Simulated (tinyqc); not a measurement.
Inside a calculation. Method: tight binding, honeycomb lattice. One step of it, computed by the program tinyqc.

Question. Levels at k. Diagonalise the Hermitian matrix.

H(k) at k (eV), order A, B:
$$\begin{pmatrix}
0.019148 & -5.283943-0.684873i \\
-5.283943+0.684873i & -0.041368
\end{pmatrix}$$

Give: eigenvalues; weights |c|^2 of the basis functions.

Answer.

eigenvalues (eV): [-5.3393, 5.3171]

weights |c|^2 of the basis functions, order A, B:
$$\begin{pmatrix}
0.4972 & 0.5028 \\
0.5028 & 0.4972
\end{pmatrix}$$
